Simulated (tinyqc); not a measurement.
# Epitaxial growth on a vicinal surface: Burton-Cabrera-Frank step flow, step-edge barrier and island nucleation, step by step

A worked calculation. Computed by tinyqc, a small Python program that keeps every step. Command: `OMP_NUM_THREADS=1 python tinyqc.py 3015801 3015802 out.jsonl stepflow walk`. One thread of a shared host (Intel(R) Xeon(R) Processor @ 2.30GHz), about 0.05 s of CPU time with the checks. Intermediate numbers are printed to about 5 digits and carried at full precision; extremes and crossings named in words are read from the listed rows.

Adatoms land at rate F, hop on a square grid (a simplification for hexagonal faces), desorb, or join steps. Lengths are in units of a and n is the adatom coverage. Steps ascend at x = 0 and descend at x = l.

Inputs (values chosen for the exercise, close to those used for Ge(001)): site spacing a = 4 angstrom; step height h = 1.41 angstrom; diffusion barrier E_d = 0.701 eV; desorption energy E_a = 2.57 eV; adatom formation energy E_f = 1.14 eV; step-edge barrier E_s = 0.14 eV; attempt frequency nu = 10 THz; deposition rate F = 0.14 layers/s; miscut angle = 0.1 degrees; temperature T = 440 C; critical nucleus size i = 1.

Constants: k_B = 8.617333262e-05 eV/K.

## Scales

D = nu exp(-E_d/(k_B T)) (a^2/s, nu counted per direction); tau = exp(E_a/(k_B T))/nu; x_s = sqrt(D tau); n_eq = exp(-E_f/(k_B T)); terrace width l = h/(a tan(miscut)); Schwoebel length l_s = exp(E_s/(k_B T)) - 1. Temperatures in kelvin are T(C) + 273.15.

D = 1.1119e+08 a^2/s

lifetime tau = 1.4521e+05 s

diffusion length x_s = 4.0183e+06 a

equilibrium coverage n_eq = 8.7842e-09

terrace width l = 201.97 a

Schwoebel length l_s = 8.7582 a

l/x_s = 5.03e-5: nearly every adatom reaches a step.

## Terrace solution

D n'' - n/tau + F = 0 with n(0) = n_eq and -l_s n'(l) = n(l) - n_eq. With u = n - F tau, A = n_eq - F tau, y = l/x_s, s = l_s/x_s: u = A cosh(x/x_s) + B sinh(x/x_s), B = A (1 - cosh y - s sinh y)/(sinh y + s cosh y). Flux into the ascending step J+ = D B/x_s, over the descending one J- = -(D/x_s)(A sinh y + B cosh y); step velocity J+ + J-; growth rate (J+ + J-)/l. For small y: J+ + J- = (F - n_eq/tau) l, J-/J+ = l/(l + 2 l_s). The coverage peaks where n' = 0, tanh(x/x_s) = -B/A.

J+ = 14.725 atoms per step site and s

J- = 13.550 atoms per step site and s

growth rate = 0.14000 layers/s

peak coverage = 6.9732e-06

position of the peak = 105.18 a

2.1e-8 % of the flux desorbs; even closely spaced steps lose n_eq/tau, 4.3e-11 % of F. The ascending step takes 52.1 %: the barrier makes an uphill current, which evens out terrace widths but makes steps meander and favours mounds on wide terraces. Caution: twice the distance from the ascending step to the coverage peak exceeds the expected island spacing [0.25 (F/D)^(i/(i+2)) exp(E_i/((i+2) k_B T))]^(-1/2) by 40 % or more, so islands nucleate and the step-flow values are formal.

## Step flow or islands

Island density on a flat surface without desorption: N = 0.25 (F/D)^(i/(i+2)) exp(E_i/((i+2) k_B T)) per site, with E_i = 0 for i = 1; spacing l_n = N^(-1/2). Step flow needs an effective width l_eff = 2 x(peak) below l_n.

island density N on a flat surface = 2.6995e-04 per site

island spacing l_n = 60.863 a

ratio l_eff/l_n = 3.4563

Islands nucleate on the terraces, and a step-flow solution would overstate the coverage. Caution: the prefactor 0.25 and the criterion are estimates, good to a factor of about two in length.

## Growth mode over temperature

x(peak) solves tanh(x/x_s) = -B/A. Rows where evaporation outweighs deposition are left out.

Scales:
```
T (C)     x_s (a)  l_s (a)  incorporated share  l_n (a)  l_eff/l_n
240    1.5065e+09   22.712              1.0000   29.011     7.6656
290    2.3072e+08   16.902              1.0000   36.681     5.9313
340    4.7986e+07   13.149              1.0000   44.637     4.8012
390    1.2647e+07   10.587              1.0000   52.736     4.0206
440    4.0183e+06    8.758              1.0000   60.863     3.4563
490    1.4837e+06    7.405              1.0000   68.937     3.0334
540    6.1928e+05    6.374              1.0000   76.894     2.7069
590    2.8601e+05    5.568              1.0000   84.691     2.4487
640    1.4375e+05    4.925              1.0000   92.298     2.2403
```

The ratio stays above 1: islands in every row. Incorporation goes from 100.0 % to 100.0 %.

Checks made by the program: growth rate against F minus desorption, from a numerical solution (relative difference below 1e-10).
